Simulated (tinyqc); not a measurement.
Admittance spectroscopy and thermally stimulated current of one trap level in a depletion layer: one step, computed by the program tinyqc.

A Schottky junction on n-type material holds one donor-like electron trap; shallow donors are fully ionised and abrupt depletion edges are assumed.

Question. The capacitance step. With E_c - E_F = k_B T_p ln(N_c/N): lambda = sqrt(2 eps eps_0 (E_t - (E_c - E_F))/(e^2 N)); traps are empty and charged for x < x_t = w - lambda, and V_b = e (N w^2 + N_t x_t^2)/(2 eps eps_0). High frequency: C_hf = eps eps_0/w. Low frequency: C_lf = eps eps_0 (N + N_t)/(N w + N_t x_t).

Inputs (values chosen for the exercise, modelled on n-type GaN):

| quantity | value | unit |
|---|---|---|
| dielectric constant eps | 9.6 | - |
| shallow doping N | 4.4e+16 | 1/cm^3 |
| trap density N_t | 2.4e+15 | 1/cm^3 |
| trap depth E_t below the band | 0.184 | eV |
| band bending V_b | 1.8 | V |

E_c - E_F = k_B T_p ln(N_c/N) = 0.04300744 eV

Constants: eps_0 = 8.8541878128e-12 F/m; e = 1.602176634e-19 C.

Give: lambda; depletion width w; crossing point x_t; C_hf; C_lf; step (C_lf - C_hf)/C_hf; small-N_t estimate (N_t/N)(lambda/w).

Answer.

lambda = 58.310 nm

depletion width w = 205.49 nm

crossing point x_t = 147.18 nm

C_hf = 41.365 nF/cm^2

C_lf = 41.981 nF/cm^2

step (C_lf - C_hf)/C_hf = 0.014896

small-N_t estimate (N_t/N)(lambda/w) = 0.015478

Reading N_t/N straight from the step would give 0.0149 against the true 0.0545: the factor lambda/w must be known.
